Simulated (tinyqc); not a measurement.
# Floating body of a partially depleted SOI transistor: body voltage and kink: output curve and kink

Source at 0 V. Channel current Ic = 2 nf K Vt^2 [F(0) - F(Vd)](1 + la Vd), F(V) = ln^2(1 + exp((Vg - VT - nf V)/(2 nf Vt))), VT = VT0 - gb Vb. Saturation voltage Vs = 2 Vt sqrt(F(0)) + 3 Vt, excess Ve = (Vd - Vs + sqrt((Vd - Vs)^2 + 0.0004 V^2))/2, multiplication M1 = Ai Ve exp(-Bl/Ve). Each junction passes D(v) = J1 (exp(v/Vt) - 1) + J2 (exp(v/(2 Vt)) - 1). Bipolar current Ib = bb J1 (exp(Vb/Vt) - 1). The body settles where M1 (Ic + Ib) = D(Vb) + D(Vb - Vd) + Vb/Rb; drain current Id = (1 + M1)(Ic + Ib) - D(Vb - Vd).

Rows with more than one solution for Vb (latch) are left out; dId/dVd by a forward difference over 1e-4 V, swing = 1e-4 V over the change of log10 Id; M1 under 1e-12 is printed as 0.

Parameters, values chosen for the exercise; values of the order met in partially depleted silicon-on-insulator transistors:

| symbol | value | unit | meaning |
|---|---|---|---|
| T | 300 | K | temperature |
| VT0 | 0.35 | V | threshold at zero body voltage |
| gb | 0.3 |  | fall of the threshold per volt of body voltage |
| nf | 1.44 |  | slope factor |
| K | 440 | uA/(V^2 um) | gain factor per width |
| la | 0.07 | 1/V | channel-length modulation factor |
| Ai | 3.21 | 1/V | impact-ionisation prefactor |
| Bl | 4.2 | V | impact-ionisation voltage |
| J1 | 3.2e-13 | uA/um | diffusion saturation current of each junction |
| J2 | 2e-8 | uA/um | recombination saturation current of each junction |
| bb | 3 |  | gain of the lateral bipolar transistor on the diffusion current |
| Rb | 1e9 | kohm um | resistance of a weak body tie to the source (1e9 stands for no tie, and the term is then dropped) |
| Vg | 0.75 | V | gate voltage |

Constants: q = 1.602176634e-19 C, kB = 1.380649e-23 J/K, Vt = kB T/q. Results are converted to the units shown.

Output curve and kink:
```
Vd (V)  Vb (V)        M1  Id, floating (uA/um)  Id, grounded (uA/um)  ratio  dId/dVd, floating (uS/um)  dId/dVd, grounded (uS/um)
0.8     0.4826  5.583e-6                 47.89                 25.86  1.852                      72.45                      1.783
1       0.6431  4.409e-4                 57.56                 26.28  2.190                      33.36                      2.655
1.2     0.7143  0.005350                 63.79                 27.04  2.359                      33.62                      5.269
1.4     0.7580   0.02498                 73.01                 28.50  2.562                      64.75                      9.590
1.6     0.7906   0.07097                 93.50                 30.95  3.021                      156.2                      15.04
1.8     0.8207    0.1512                 150.4                 34.55  4.352                      500.6                      21.03
2       0.8629    0.2674                 477.9                 39.37  12.14                       5152                      27.19
```

Vb rises from 0.483 to 0.863 V and the ratio of the currents rises from 1.85 to 12.1. The output conductance with a floating body exceeds the grounded value by the largest factor among the rows, 190, at Vd = 2 V, where Vb = 0.863 V and M1 = 0.267.

Range of the model: The multiplication law is an empirical form chosen for the exercise; self-heating and capacitive coupling to the body are left out, and the linear laws are rough once Vb passes about 0.7 V or M1 about 0.1.

tinyqc, about 0.1 s, one thread, Intel Xeon 2.30GHz (shared host): `OMP_NUM_THREADS=1 python tinyqc.py 2182216 2182217 out.jsonl`
